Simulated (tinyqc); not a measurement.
# Double-gate transistor, scale length and short-channel effects, step by step

Computed by the program tinyqc: `OMP_NUM_THREADS=1 python tinyqc.py 2420137 2420138 out.jsonl`, one thread of a shared Intel Xeon 2.30GHz, about 0.01 s for the whole run. Printed values are rounded.

A body of thickness ts between two insulators of thickness ti and two tied gates. Below threshold the potential that source and drain add obeys Laplace's equation and vanishes on the gate. Its lowest mode decays along the channel as exp(-k y); k is the smallest positive root of the matching condition at the interface, and the scale length is Lambda = pi/k.

Values chosen for this exercise; permittivities: semiconductor close to that of silicon, insulator close to that of silicon nitride: temperature T = 293 K; relative permittivity of the semiconductor eps_r = 11.8; relative permittivity of the insulator ei = 7.41; insulator thickness ti = 3.3 nm; body thickness ts = 7 nm; channel length L = 28 nm; potential of the source Vbi = 0.98 V; potential of the barrier top at threshold sT = 0.62 V; long-channel threshold VTL = 0.26 V; long-channel body factor m = 1; drain voltage Vds = 0.8 V.

Constants: q = 1.602176634e-19 C, kB = 1.380649e-23 J/K, Vt = kB T/q. Results are converted to the units shown.

## Scan of the matching condition

```
point,k (1/nm)
0,0.035
1,0.07
2,0.105
3,0.14
4,0.175
5,0.21
6,0.245
7,0.28
```

f(k) = ei cos(k ti) cos(k ts/2) - eps_r sin(k ti) sin(k ts/2).

```
point,f(k)
0,7.13930
1,6.34247
2,5.06445
3,3.37729
4,1.37614
5,-0.82616
6,-3.10542
7,-5.33309
```

The first change of sign lies between k = 0.175 and 0.21 1/nm.

## Iteration 1: decay constant by Newton steps

k at the start = 0.21 1/nm

f(k) = ei cos(k ti) cos(k ts/2) - eps_r sin(k ti) sin(k ts/2); f' by a central difference with +/- 1e-5 1/nm; k(new) = k - f/f'.

f = -0.826162
f' = -64.6308 nm
k after iteration 1 = 0.197217 1/nm

## Iteration 2: decay constant by Newton steps

As before.

f = -0.00619373
f' = -63.5809 nm
k after iteration 2 = 0.197120 1/nm

## Course of the iteration: decay constant by Newton steps

Stop when k changes by less than 1e-10 1/nm, or after 30 iterations.

Course of the iteration:
```
iteration,k (1/nm),|change| (1/nm)
1,0.197217,0.0128
2,0.197120,9.74e-5
3,0.197120,7.55e-9
4,0.197120,< 1e-14
```

Converged in 4 iterations. The change falls from 0.013 in the first iteration to below the tolerance in the last.

## Scale length against simple estimates

k = 0.197120 1/nm

Lambda = pi/k and l = 1/k. A parabolic potential across the structure gives l(parabolic) = sqrt((eps_r/(2 ei)) ts ti (1 + ei ts/(4 eps_r ti))).

Lambda = 15.9375 nm
l = 5.07306 nm
l(parabolic) = 4.95154 nm

The parabolic estimate is 2.4 % below l.

## Threshold shift, barrier position and swing

Along the channel psi(y) = s + a exp(y/l) + b exp(-y/l) with psi(0) = Vbi, psi(L) = Vbi + Vds and l = 1/k = Lambda/pi; with A = Vbi - s, B = A + Vds, x = exp(-L/l): a = (B - A x) x/(1 - x^2), b = (A - B x)/(1 - x^2). The minimum is s + 2 sqrt(a b), at y = (l/2) ln(b/a). The long-channel potential follows the gate as s = sT + (Vg - VTL)/m, and the threshold VT is the gate voltage at which the minimum equals sT. Swing = m Vt ln 10/g at threshold, g = d(minimum)/ds = 1 - (b x + a)/((1 + x) sqrt(a b)).

s at threshold = 0.524898 V
a = 0.00502376 V
b = 0.450078 V
position of the minimum = 11.4023 nm
VT = 0.164898 V
swing = 67.8398 mV/decade

The threshold lies 95.1 mV below the long-channel value, and the barrier top sits at 0.41 L from the source.
